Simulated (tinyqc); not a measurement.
One-sided p+-n junction, ionisation integral and breakdown: one step of the calculation.

A p+ layer at x < 0 and an n drift layer from x = 0. Depletion approximation, built-in voltage neglected. Local ionisation coefficients alpha_n = an exp(-(bn/E)^mx), alpha_p = ap exp(-(bp/E)^mx). Electrons move towards +x, holes towards x = 0.

Question. Field and ionisation coefficients on a grid. W = sqrt(2 eps0 eps_r V/(q N)), peak field E0 = q N W/(eps0 eps_r), falling linearly to 0 at W. Grid: 11 equal steps from 0 to fr W.

Inputs (values chosen for the exercise); material values close to those of gallium nitride:
- eps_r = 9.4 (relative permittivity)
- an = 3.02e8 1/cm (prefactor of the electron ionisation coefficient)
- bn = 3.28e7 V/cm (field constant for electrons)
- ap = 1.27e8 1/cm (prefactor of the hole ionisation coefficient)
- bp = 1.98e7 V/cm (field constant for holes)
- mx = 1 (exponent)
- N = 1.6e16 cm^-3 (donor density of the drift layer)
- V = 941 V (reverse voltage)
- fr = 0.6 (share of the depleted width that the grid covers)

Constants: q = 1.602176634e-19 C, eps0 = 8.8541878128e-14 F/cm where lengths are in cm. Results are converted to the units shown.

Give: W; x; E; alpha_n; alpha_p.

Answer.

W = 7.817 um

| point | x (um) | E (kV/cm) | alpha_n (1/cm) | alpha_p (1/cm) |
|---|---|---|---|---|
| 0 | 0.000 | 2408 | 365.9 | 3.406e4 |
| 1 | 0.426 | 2276 | 166.8 | 2.119e4 |
| 2 | 0.853 | 2145 | 69.01 | 1.244e4 |
| 3 | 1.279 | 2014 | 25.46 | 6814 |
| 4 | 1.705 | 1882 | 8.171 | 3431 |
| 5 | 2.132 | 1751 | 2.212 | 1559 |
| 6 | 2.558 | 1620 | 0.4843 | 623.3 |
| 7 | 2.985 | 1488 | 0.08111 | 211.9 |
| 8 | 3.411 | 1357 | 0.009612 | 58.49 |
| 9 | 3.837 | 1226 | 7.213e-4 | 12.25 |
| 10 | 4.264 | 1094 | 2.907e-5 | 1.763 |
| 11 | 4.690 | 963.0 | 4.881e-7 | 0.1496 |

tinyqc, about 0.06 s, one thread, Intel Xeon 2.30GHz (shared host): `OMP_NUM_THREADS=1 python tinyqc.py 2120060 2120061 out.jsonl`
